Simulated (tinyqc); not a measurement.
# Bandgap voltage reference from two bipolar transistors, step by step

tinyqc, about 0.03 s, one thread, Intel Xeon 2.30GHz (shared host): `OMP_NUM_THREADS=1 python tinyqc.py 2062020 2062021 out.jsonl` Printed values are rounded.

Two transistors of area 1 and N carry the same current I. Is(T) = Is (T/T0)^eta exp[(Vg0 q/kB)(1/T0 - 1/T)], VBE1 = Vt ln(I/Is(T)) + I rb, VBE2 = Vt ln(I/(N Is(T))) + I rb/N. The amplifier forces I R1(T) = VBE1 - VBE2 + Vos, with R(T) = R (1 + tc (T - T0)) for both resistors, and the output is Vref = VBE1 + I R2(T). Base currents and the Early effect are neglected.

Inputs (values chosen for the exercise); values of the order met in silicon bipolar transistors:
- T0 = 300 K (reference temperature)
- Vg0 = 1.206 V (band-gap voltage extrapolated to 0 K)
- eta = 3 (temperature exponent of the saturation current)
- Is = 3.8e-16 A (saturation current of the unit transistor at T0)
- N = 8 (area ratio of the second transistor)
- R1 = 2.3 kohm (resistor across which the difference of VBE falls, at T0)
- tc = 0 ppm/K (temperature coefficient of both resistors)
- Vos = 0 mV (offset of the amplifier)
- rb = 0 ohm (series resistance of the unit transistor)
- R2 = 25.94 kohm (output resistor at T0)
- T = 233 K (temperature)

Constants: q = 1.602176634e-19 C, kB = 1.380649e-23 J/K. Results are converted to the units shown.

## Operating point at the reference temperature

Vt = kB T/q; I = (Vt ln N + Vos)/(R1(T) - rb (1 - 1/N)). Evaluate at T = T0.

Vt = 0.0258520 V
I = 23.3729 uA
Is(T) = 3.8e-16 A
VBE1 = 0.642226 V
I R2 = 0.606294 V
Vref = 1.24852 V

## Operating point at another temperature

Vt = kB T/q; I = (Vt ln N + Vos)/(R1(T) - rb (1 - 1/N)).

Vt = 0.0200784 V
I = 18.1530 uA
Is(T) = 2.65875e-22 A
VBE1 = 0.778285 V
I R2 = 0.470888 V
Vref = 1.24917 V

From T0 to T, VBE1 changes by 136 mV and I R2 by -135 mV, which leaves 0.653 mV in Vref.

## Resistor for zero slope at T0, ideal case

With tc = 0, Vos = 0 and rb = 0 the current is proportional to T, dVBE/dT = (VBE - Vg0 - (eta - 1) Vt)/T, and Vref has zero slope at T0 when Vref = Vg0 + (eta - 1) Vt0. Find VBE1, its slope, that Vref, R2/R1 and the curvature d2Vref/dT2 = -(eta - 1) kB/(q T0).

VBE1 = 0.642226 V
dVBE/dT = -2.05159 mV/K
Vref = 1.25770 V
R2/R1 = 11.4491
curvature = -0.574489 uV/K^2
